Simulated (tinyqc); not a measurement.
Electroplating on a thin resistive seed layer: kinetics, Wagner number and the terminal effect across a wafer: one step, computed by the program tinyqc.

Current enters the seed at the rim. The bath is treated as a local resistance per area (no lateral flow in the liquid), two electrons per ion, molar volume 7.11 cm^3/mol, Faraday constant F = e N_A, kinematic viscosity 0.01 cm^2/s, omega = 2 pi x rpm/60; k_B T/e is in volts.

Question. Rate, limit and resistances. Growth rate = i V_m/(2 F). Levich limit i_L = 0.62 x 2 F D^(2/3) omega^(1/2) nu^(-1/6) c. Tafel overpotential eta = (k_B T/(alpha e)) ln(i/i_0); kinetic resistance k_B T/(alpha e i); bath resistance h/kappa + plate; R_s = resistivity/t; Wagner number = kinetic resistance x kappa/R.

Inputs (values chosen for the exercise, of the order of those for copper plating on a thin cobalt or ruthenium seed): wafer radius R = 7.5 cm; seed thickness t = 150 nm; seed resistivity = 7.2 microohm cm; bath conductivity kappa = 0.045 S/cm; gap to the anode h = 3 cm; extra resistance of a porous plate = 270 ohm cm^2; exchange current density i_0 = 0.31 mA/cm^2; cathodic transfer coefficient alpha = 0.5; mean current density = 6.4 mA/cm^2; diffusivity of the metal ion = 5.4e-06 cm^2/s; metal ion concentration = 0.31 mol/L; rotation rate = 60 rpm; temperature T = 298 K.

Constants: e = 1.602176634e-19 C; N_A = 6.02214076e+23 1/mol; k_B = 8.617333262e-05 eV/K.

Give: growth rate; limiting current i_L; overpotential; kinetic resistance; bath resistance R_b; sheet resistance R_s; Wagner number.

Answer.

growth rate = 141.48 nm/min

limiting current i_L = 61.650 mA/cm^2

overpotential = 155.49 mV

kinetic resistance = 8.0249 ohm cm^2

bath resistance R_b = 336.67 ohm cm^2

sheet resistance R_s = 0.48 ohm/square

Wagner number = 0.048149
